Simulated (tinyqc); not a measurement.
Trap density from the capacitance step.

Inverse problem. A junction with shallow donors Nd and a deep trap has C_HF = eps0 eps_r/W and C_LF = eps0 eps_r (Nd + Nt)/(Nd W + Nt xt), xt = W - lam. Find W, xt and Nt.

Values chosen for this exercise:
- eps_r = 11.7 (relative permittivity)
- Nd = 1.6e16 cm^-3 (shallow donor density)

Constants: eps0 = 8.8541878128e-14 F/cm where lengths are in cm. Results are converted to the units shown.

C_HF = 41.248783 nF/cm^2
C_LF = 43.207828 nF/cm^2
lam = 125.25587 nm

Answer. C_HF gives W. With y = C_LF/C_HF, Nt/Nd = (y - 1)/(1 - y xt/W).

W = 251 nm
xt = 126 nm
Nt = 1.60e15 cm^-3

Program tinyqc, `OMP_NUM_THREADS=1 python tinyqc.py 2050154 2050155 out.jsonl`; Intel Xeon 2.30GHz, shared host, one thread, about 0.01 s.
